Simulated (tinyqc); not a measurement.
Koster-Slater impurity in an sp3s* host, step by step. Values are carried at full precision from step to step, so a last printed digit may differ when a step is redone from the rounded ones.

sp3s* tight binding, nearest neighbours only: anion (a) at 0, cation (c) at a/4 (1,1,1), orbitals s, px, py, pz, s* on each; k in units of 2 pi/a. With phases e_j = exp(i (pi/2) k.n_j) for n = (1,1,1), (1,-1,-1), (-1,1,-1), (-1,-1,1): g0 = (e1+e2+e3+e4)/4, g1 = (e1+e2-e3-e4)/4, g2 = (e1-e2+e3-e4)/4, g3 = (e1-e2-e3+e4)/4. The diagonal holds the levels Esa, Epa, Exa (s*) and Esc, Epc, Exc. Anion-cation block: <sa|sc> = Vss g0; <sa|xc> = Vsapc g1; <xa|sc> = -Vscpa g1; <xa|xc> = Vxx g0; <xa|yc> = <ya|xc> = Vxy g3, <xa|zc> = <za|xc> = Vxy g2, <ya|zc> = <za|yc> = Vxy g1; <s*a|xc> = Vxapc g1; <xa|s*c> = -Vpaxc g1; y and z take g2 and g3 in place of g1; s-s* and s*-s* vanish.

Inputs chosen for the exercise (out of a larger set: near a published set for Ge; not measured data): p = (-5.896, 1.619, -5.896, 1.619, 6.436, 6.436, -6.718, 1.627, 4.843, 5.447, 5.447, 5.172, 5.172) eV (order Esa, Epa, Esc, Epc, Exa, Exc, Vss, Vxx, Vxy, Vsapc, Vscpa, Vxapc, Vpaxc); N = 6 (mesh); V = -6.3 eV (shift of the s level).

## The gap of the host

Gaps from the top of the valence band to Gamma, to the minimum on (x,0,0) from 0.5 to 1, and to L; the smallest is Eg.

top of the valence band on the scale of the parameters = -0.0080 eV

gaps (eV): Gamma 0.8300, Delta 0.8489, L 0.7801

Eg (smallest gap of the host) = 0.78007 eV

## Where the weight lies

A defect on a cation site (c) shifts the s level there by Vs or the three p levels by Vp and leaves the rest. A level in the gap solves 1/Vs = G_s(E) (symmetry A1) or 1/Vp = G_p(E) (T2, threefold), with G(E) = (1/N^3) sum over k and bands of w/(E - e), where w is the weight of the state on the s orbital of that site, or the mean weight on its px, py, pz. Mesh: k = f1 (-1,1,1) + f2 (1,-1,1) + f3 (1,1,-1), f = (j + 1/2)/N, j = 0 to N - 1. Energies from the top of the valence band at Gamma; the s* orbital of the site is left as it is. An infinite shift removes the s or p orbitals, the model of the ideal vacancy: G(E) = 0.

For each band: mean energy over the mesh and summed weights; each column of weights adds to one.

Bands:
```
band  mean energy (eV)  s weight  p weight
1              -10.751    0.4300    0.0216
2               -7.012    0.2603    0.0725
3               -2.572    0.0081    0.1636
4               -2.054    0.0029    0.1656
5                1.165    0.1720    0.0656
6                1.737    0.0945    0.0750
7                5.310    0.0003    0.1651
8                5.775    0.0004    0.1611
9                9.171    0.0185    0.0439
10              10.105    0.0130    0.0659
```

The filled bands hold 0.701 of the s orbital and 0.423 of each p orbital of the cation. Filled states add positive terms to G in the gap and empty ones negative terms.

## Green functions across the gap

G at nine energies E = Eg j/8.

G(E) (1/eV):
```
E (eV)       G_s       G_p
0.0000  -0.13301   0.02421
0.0975  -0.15378  -0.00359
0.1950  -0.17860  -0.02745
0.2925  -0.20905  -0.05124
0.3900  -0.24767  -0.07703
0.4875  -0.29888  -0.10711
0.5851  -0.37141  -0.14524
0.6826  -0.48634  -0.19965
0.7801  -0.73063  -0.29918
```

Both fall with E, as dG/dE = -sum w/(E - e)^2 demands. G_s keeps its sign, so the vacancy has no level of this symmetry in the gap. G_p changes sign, so the vacancy has a level of this symmetry in the gap.

## A first estimate from the table

A defect that shifts the s level of its cation site by V has a level where the host Green function G_s(E) equals 1/V; E is counted from the top of the valence band. Find it by linear interpolation between the two rows that bracket it.

1/V = -0.15873 1/eV
estimated level = 0.117 eV

## The level and its weight on the defect

Solve by bisection with the full sum. The weight of the bound state on the shifted orbital is G^2/(-G'), which is also dE/dV.

level = 0.1185 eV
G'(E) = -0.24077 1/eV^2
weight on the defect orbital = 0.1046

The level lies 0.118 eV above the valence band and 0.662 eV below the conduction band. Only 10.5 % of it sits on the shifted orbital, the rest on other orbitals (the s* of the same site among them), so a shift of 1 eV moves the level by about 105 meV.

## Checks

- Sum of the s weights over all bands against one: both 1.00000.
- First moment of the s weights against the s level of the site, on the scale of the parameters: both -5.89600.

(tinyqc, `OMP_NUM_THREADS=1 python tinyqc.py 1450990 1450991 out.jsonl`, Intel(R) Xeon(R) Processor @ 2.30GHz, 1 thread, shared host, about 0.03 s.)
